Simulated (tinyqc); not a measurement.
MOS inversion layer, Poisson-Schroedinger loop: two steps of the calculation.

Electrons confined at an insulator interface at z = 0, treated as a hard wall; parabolic valleys, Hartree approximation, no image or exchange terms. The depletion charge lies far deeper than the electrons and gives a uniform field q Nd/(eps0 eps_r); the gate balances all charge. Energies are counted from the band edge at the interface.

Inputs (values chosen for the exercise); masses and permittivity close to those of silicon (111):

| symbol | value | unit | meaning |
|---|---|---|---|
| T | 77 | K | temperature |
| eps_r | 11.9 |  | relative permittivity |
| mz1 | 0.263 | m0 | mass along z of valley set A (6 valley(s)) |
| md1 | 0.354 | m0 | in-plane density-of-states mass of set A |
| Ns | 3.1e11 | cm^-2 | sheet density of electrons |
| hz | 1.6 | nm | mesh step |
| a | 0.5 |  | mixing factor |

Constants: q = 1.602176634e-19 C, kB = 1.380649e-23 J/K, hbar = 1.054571817e-34 J s, m0 = 9.1093837015e-31 kg, Vt = kB T/q, eps0 = 8.8541878128e-14 F/cm where lengths are in cm, hbar^2/(2 m0) = 0.0380998212 eV nm^2. Results are converted to the units shown.

Question 1. Density, output potential and mixing. n_i = sum_k N_k |psi_k|^2 (converted to cm^-3). Hartree part by Gauss: on the interval before node i the electrons still beyond are S_i = Ns - hz sum_(j<i) n_j, and U_i = U_(i-1) + q S_i hz/(eps0 eps_r) in eV, U_0 = 0 at the interface. Mixing: U(new) = U + a (U(out) - U).

```
node,z (nm),self-consistent potential U at the start (eV),|psi|^2 of A1 (1/nm),|psi|^2 of A2 (1/nm)
1,1.6,0,0.02558017,0.024673097
2,3.2,0,0.07900511,0.058930286
3,4.8,0,0.11979897,0.052225552
4,6.4,0,0.12742188,0.016920145
5,8,0,0.10709540,0.000114964
6,9.6,0,0.07531813,0.022049870
7,11.2,0,0.04581807,0.062844189
8,12.8,0,0.02463480,0.092175023
9,14.4,0,0.01188554,0.096032376
10,16,0,0.00520398,0.079471979
11,17.6,0,0.00208582,0.055163396
12,19.2,0,0.00077061,0.033142892
13,20.8,0,0.00026386,0.017578324
14,22.4,0,0.00008405,0.008327193
15,24,0,0.00002492,0.003534149
16,25.6,0,0.00000681,0.001325336
17,27.2,0,0.00000163,0.000411766
18,28.8,0,0.00000026,0.000079464
```

N_k (cm^-2): A1 2.6560233e11, A2 4.4397668e10

Find: n; U(out); U after round 1.

Answer 1.

```
node,n (1e17 cm^-3),U(out) (eV),U after round 1 (eV)
1,0.7890,0.007542,0.003771
2,2.3600,0.014777,0.007389
3,3.4138,0.021094,0.010547
4,3.4595,0.026081,0.013041
5,2.8450,0.029722,0.014861
6,2.0984,0.032255,0.016128
7,1.4960,0.033972,0.016986
8,1.0635,0.035106,0.017553
9,0.7420,0.035826,0.017913
10,0.4911,0.036257,0.018129
11,0.3003,0.036497,0.018249
12,0.1676,0.036620,0.018310
13,0.0851,0.036678,0.018339
14,0.0392,0.036703,0.018352
15,0.0164,0.036713,0.018356
16,0.0061,0.036716,0.018358
17,0.0019,0.036717,0.018358
18,0.0004,0.036717,0.018359
```

Question 2. Converged levels, occupations and centroid. Tridiagonal Hamiltonian with psi = 0 one step beyond both ends: H_ii = C (1/m_(i-1/2) + 1/m_(i+1/2))/hz^2 + V0_i + U_i, H_(i,i+1) = -C/(m_(i+1/2) hz^2), C = hbar^2/(2 m0). The lowest 2 level(s) are kept, normalised to hz sum |psi|^2 = 1. The mass is the same on all intervals.

Level k holds N_k = D_k Vt ln(1 + exp((EF - E_k)/Vt)) with D = 6 md1 m0 q/(pi hbar^2) per eV (spin included); EF is fixed by sum N_k = Ns.

Solve for the levels with V0 + U, find EF, n_i = sum_k N_k |psi_k|^2 (in cm^-3); share of each level N_k/Ns; centroid sum n z/sum n.

```
node,z (nm),fixed potential V0 (eV),converged U (eV)
1,1.6,0.002432958,0.007542088
2,3.2,0.004865917,0.014350587
3,4.8,0.007298875,0.019469807
4,6.4,0.009731834,0.022802144
5,8,0.012164792,0.024811583
6,9.6,0.014597750,0.026001247
7,11.2,0.017030709,0.026710404
8,12.8,0.019463667,0.027131012
9,14.4,0.021896626,0.027372205
10,16,0.024329584,0.027502644
11,17.6,0.026762543,0.027568211
12,19.2,0.029195501,0.027598640
13,20.8,0.031628459,0.027611640
14,22.4,0.034061418,0.027616733
15,24,0.036494376,0.027618544
16,25.6,0.038927335,0.027619113
17,27.2,0.041360293,0.027619257
18,28.8,0.043793251,0.027619279
```

Give: levels; EF; shares; n; centroid.

Answer 2.

levels (eV): A1 0.036559, A2 0.052587
EF = 0.016606 eV
shares (%): A1 91.633, A2 8.367

```
node,n (1e17 cm^-3)
1,1.8849
2,4.3396
3,4.5901
4,3.3983
5,2.1060
6,1.2345
7,0.7413
8,0.4609
9,0.2845
10,0.1666
11,0.0902
12,0.0448
13,0.0203
14,0.0084
15,0.0032
16,0.0011
17,0.0003
18,0.0001
```

centroid = 5.8592 nm

Program tinyqc, `OMP_NUM_THREADS=1 python tinyqc.py 2160109 2160110 out.jsonl`; Intel Xeon 2.30GHz, shared host, one thread, about 0.6 s.
